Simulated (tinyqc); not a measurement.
Charge stability of a double quantum dot, constant-interaction model with a charge sensor: one step of the calculation.

Capacitance matrix C = [[C1, -Cm], [-Cm, C2]], C1 = G1 + X1 + Cm + L1, C2 = G2 + X2 + Cm + L2. Gate charges n1 = (G1 V1 + X1 V2)/q, n2 = (X2 V1 + G2 V2)/q. The state (N1, N2) has U = (1/2) d^T E d with d = (N1 - n1, N2 - n2) and E = q^2 C^(-1). Leads at 0 V; no tunnel coupling, spin or level spacing. The sensor reads s1 <N1> + s2 <N2>.

Question. Charging energies and lever arms. E = q^2 C^(-1) holds EC1, EC2 on the diagonal and ECm off it; the lever arms are A = C^(-1) [[G1, X1], [X2, G2]] (row: dot, column: gate).

Parameters, values chosen for the exercise:
```
symbol  value  unit                    meaning
G1         10    aF            gate 1 to dot 1
G2         10    aF            gate 2 to dot 2
X1        2.7    aF            gate 2 to dot 1
X2        2.9    aF            gate 1 to dot 2
Cm         18    aF           between the dots
L1         36    aF  dot 1 to leads and ground
L2         33    aF  dot 2 to leads and ground
V1       18.9    mV          voltage of gate 1
V2         16    mV          voltage of gate 2
```

Constants: q = 1.602176634e-19 C. Results are converted to the units shown.

Give: C; E; lever arms; gate charges.

Answer.

C (aF):
```
	1	2
1	66.7	-18
2	-18	63.9
```

E (meV):
```
	1	2
1	2.600	0.732
2	0.732	2.714
```

lever arms (eV/V):
```
	1	2
1	0.1755	0.0895
2	0.0948	0.1817
```

gate charges: n1 1.449, n2 1.341

ECm is 27.6 % of the geometric mean of EC1 and EC2.

Numbers from tinyqc (`OMP_NUM_THREADS=1 python tinyqc.py 2470112 2470113 out.jsonl`; about 0.01 s on one thread of a shared Intel Xeon 2.30GHz).
